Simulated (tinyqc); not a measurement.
Comparisons within one model: exchange-split free-electron bands and tunnelling magnetoresistance. A value that a table varies takes the place of the one given here.

Majority and minority bands E = c k^2/m -/+ Dx/2, c = hbar^2/2m0, so k_up = sqrt(m (EF + Dx/2)/c), k_dn = sqrt(m (EF - Dx/2)/c); n_s = k_s^3/(6 pi^2), D_s = m k_s/(4 pi^2 c).

Barrier: kappa = sqrt(mb phi/c), c = hbar^2/2m0. With a = k1/m, b = k2/m, w = kappa/mb, the transmission at normal incidence is T(k1, k2) = 4 a b w^2/[w^2 (a + b)^2 + (w^2 + a^2)(w^2 + b^2) sinh^2(kappa d)]. Parallel: G_P = T(up, up) + T(dn, dn); antiparallel: G_AP = 2 T(up, dn); TMR = (G_P - G_AP)/G_AP. Julliere: TMR = 2 P^2/(1 - P^2). Slonczewski factor: P_eff = P_k (w^2 - a_up a_dn)/(w^2 + a_up a_dn), P_k = (k_up - k_dn)/(k_up + k_dn).

Constants: hbar^2/2m0 = 3.80998211 eV angstrom^2.

Parameters, chosen for this exercise: EF = 3.96 eV (Fermi energy above the mean band bottom); Dx = 6.9 eV (exchange splitting); m = 1.16 m0 (mass in the electrodes); mb = 0.47 m0 (mass in the barrier); d = 7.2 angstrom (barrier thickness); phi = 1.17 eV (barrier height above EF).

## Barrier height

Results:

| phi (eV) | w (1/angstrom) | P_eff | TMR (%) | G_P |
|---|---|---|---|---|
| 0.20 | 0.334 | -0.3477 | 23.76 | 0.450 |
| 0.40 | 0.473 | -0.1907 | 10.75 | 0.206 |
| 0.70 | 0.625 | -0.0344 | 2.18 | 0.0758 |
| 1.0 | 0.747 | 0.0694 | 1.79 | 0.0334 |
| 1.5 | 0.915 | 0.1820 | 7.02 | 0.0107 |
| 2.0 | 1.057 | 0.2541 | 13.83 | 0.00406 |
| 3.0 | 1.294 | 0.3413 | 26.36 | 0.000779 |
| 4.0 | 1.495 | 0.3921 | 36.33 | 0.000189 |
| 6.0 | 1.830 | 0.4487 | 50.43 | 1.70e-05 |
| 10 | 2.363 | 0.4990 | 66.32 | 3.58e-07 |

What can be read from the table?

P_eff vanishes where w^2 = a_up a_dn, at phi = 0.79 eV, inside the table; the lowest TMR listed is 1.79 % at 1 eV. TMR is 23.8 % at the lowest barrier and 66.3 % at the highest, against 103.7 % for Julliere with P_k; P_eff tends to +P_k for very high barriers and to -P_k for very low ones. G_P falls by 6.1 decades.

## Barrier thickness

Results:

| d (angstrom) | kappa d | G_P | G_AP | TMR (%) |
|---|---|---|---|---|
| 1 | 0.380 | 1.61 | 1.14 | 41.52 |
| 2 | 0.760 | 0.959 | 0.768 | 24.92 |
| 3 | 1.140 | 0.497 | 0.436 | 13.88 |
| 4 | 1.520 | 0.243 | 0.225 | 8.06 |
| 6 | 2.279 | 0.0547 | 0.0527 | 3.85 |
| 8 | 3.039 | 0.0121 | 0.0117 | 2.90 |
| 10 | 3.799 | 0.00264 | 0.00257 | 2.70 |
| 13 | 4.939 | 0.000270 | 0.000263 | 2.65 |
| 16 | 6.079 | 2.77e-05 | 2.70e-05 | 2.64 |
| 20 | 7.598 | 1.32e-06 | 1.29e-06 | 2.64 |

What can be read from the table?

For thick barriers each angstrom costs a factor exp(2 kappa) = 2.14 in both conductances, and TMR settles at 2.64 % (the interface factor, which vanishes at (kappa/mb)^2 = k_up k_dn/m^2, reduces it below the value from the polarisation of k alone); it is within 0.1 point of that from d = 10 angstrom on. At 1 angstrom it is 41.52 %, where the barrier is thin and the mismatch of k_up and k_dn starts to rule, as it does fully for d -> 0.

## Exchange splitting

Dx takes the listed multiples of 2 EF.

Results:

| Dx/(2 EF) | k_up | k_dn | P_k | P_eff | TMR (%) |
|---|---|---|---|---|---|
| 0.10 | 1.1516 | 1.0417 | 0.0501 | -0.0077 | 0.02 |
| 0.20 | 1.2028 | 0.9821 | 0.1010 | -0.0148 | 0.06 |
| 0.35 | 1.2758 | 0.8853 | 0.1807 | -0.0225 | 0.15 |
| 0.50 | 1.3448 | 0.7764 | 0.2679 | -0.0230 | 0.22 |
| 0.65 | 1.4104 | 0.6496 | 0.3693 | -0.0076 | 0.24 |
| 0.80 | 1.4732 | 0.4911 | 0.5000 | 0.0486 | 0.87 |
| 0.90 | 1.5135 | 0.3472 | 0.6268 | 0.1578 | 5.62 |
| 0.97 | 1.5412 | 0.1902 | 0.7803 | 0.3901 | 36.36 |

What can be read from the table?

P_k rises from 0.050 to 0.780, and TMR goes from 0.02 % to 36.4 %, steadily; P_eff changes sign along the table. At Dx = 2 EF the minority band is empty (a half metal) and G_AP vanishes.

## What moves the magnetoresistance

All results formed anew. Each row changes one parameter from the base and keeps the others.

Results:

| case | P_k | P_eff | TMR (%) | G_P |
|---|---|---|---|---|
| base | 0.5844 | 0.1141 | 3.13 | 0.0221 |
| Dx = 7.245 eV | 0.6516 | 0.1870 | 7.77 | 0.0197 |
| EF = 4.356 eV | 0.4918 | 0.0202 | 0.48 | 0.0254 |
| phi = 1.521 eV | 0.5844 | 0.1856 | 7.30 | 0.0103 |
| mb = 0.376 m0 | 0.5844 | 0.1753 | 6.99 | 0.0392 |
| d = 9.2 angstrom | 0.5844 | 0.1141 | 2.75 | 0.00485 |
| m = 1.392 m0 | 0.5844 | 0.1643 | 5.94 | 0.0221 |

What can be read from the table?

The largest shifts from the base row, up to three for each result and ties (the steps differ in size, so this ranks the rows, not the parameters). P_k: EF -0.0926, Dx +0.0672; unchanged at the printed digits by phi, mb, d and m. P_eff: EF -0.0939, Dx +0.0729, phi +0.0715; unchanged at the printed digits by d. TMR (%): Dx +4.64, phi +4.17, mb +3.87. G_P: d -0.0173, mb +0.0171, phi -0.0119; unchanged at the printed digits by m.

tinyqc: `OMP_NUM_THREADS=1 python tinyqc.py 1681420 1681421 out.jsonl`; about 0.01 s, one thread, shared Intel(R) Xeon(R) Processor @ 2.30GHz.
